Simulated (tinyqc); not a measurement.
From wire to sheet: nanosheet or nanowire with hard walls, valleys of the Ge type.

Four ellipsoidal valleys along <111>: inverse mass tensor w = 1/mt + (1/ml - 1/mt) a a^T with a the unit axis. Device axes: x along the channel, z = [001], y = z x x. The Gamma and Delta valleys are left out; the heavy Delta valleys, about 0.18 eV up, lie lowest once the L levels pass about 0.2 eV.

Hard walls around a W x H rectangle. The block w_c of w in (y, z) confines; the transport mass follows from 1/m_x = w_xx - w_xc w_c^-1 w_cx. The cross-section problem c (w_yy ky^2 + 2 w_yz ky kz + w_zz kz^2), c = hbar^2/2m0, is solved in products sin(n pi y/W) sin(l pi z/H), n, l = 1 to 12; if w_yz = 0 the levels are c pi^2 (w_yy n^2/W^2 + w_zz l^2/H^2). The w_yz term couples (n, l) to (n', l') by -2 c w_yz D_nn'(W) D_ll'(H) with D_nm(L) = 4 n m/(L (n^2 - m^2)) for n + m odd and 0 otherwise.

Without degeneracy the line density is N1 exp((EF - Ec)/kB T) with N1 = sum 2 g sqrt(m_x kB T/(4 pi c)) exp(-E/kB T), here over n, l up to 80 where w_yz = 0 and over all levels of a 12 x 12 sine basis otherwise; the classical value is W H Nc with Nc = 2 g_all (m_dos kB T/(4 pi c))^(3/2), m_dos = (ml mt^2)^(1/3); dVt = kB T ln(W H Nc/N1).

Constants: hbar^2/2m0 = 3.80998211 eV angstrom^2; kB = 8.617333262e-05 eV/K.

Inputs chosen for the exercise (near those of Ge; shifted at random, so the results belong to these values and not to a real crystal):
```
symbol   value                           unit      meaning
ml       1.602                           m0        longitudinal mass
mt       0.082                           m0        transverse mass
T        350                             K         temperature
g_all    4                                         number of valleys
channel  110                                       transport direction x on a (001) wafer
H        34                              angstrom  height, along z = [001]
Ws       (25, 35, 45, 60, 80, 100, 130)  angstrom  widths
```

Valleys:
```
group  valleys g      w_yy     w_zz   |w_yz|  m_x (m0)
A              2   4.48119  8.33815  5.45458   0.08200
B              2  12.19512  8.33815  0.00000   1.09533
```

Lowest level of each group (groups ordered by w_zz, then w_yy) and dVt against the width.

Results:
```
W (angstrom)  A1 (eV)  B1 (eV)  dVt (mV)
25             0.4163   1.0049     387.7
35             0.3275   0.6456     308.9
45             0.3001   0.4977     287.3
60             0.2854   0.3986     273.9
80             0.2784   0.3429     262.5
100            0.2756   0.3171     255.2
130            0.2737   0.2984     249.2
```

dVt falls from 388 to 249 mV. Group A is lowest at every width, by 589 meV in the narrowest and 25 meV in the widest. At the widest W the lowest level is 0.2737 eV; the film limit c pi^2 w_zz/H^2 of that group is 0.2712 eV.

Run: tinyqc, `OMP_NUM_THREADS=1 python tinyqc.py 1281670 1281671 out.jsonl`; Intel(R) Xeon(R) Processor @ 2.30GHz, one thread, shared host; about 0.2 s of CPU time with all checks.
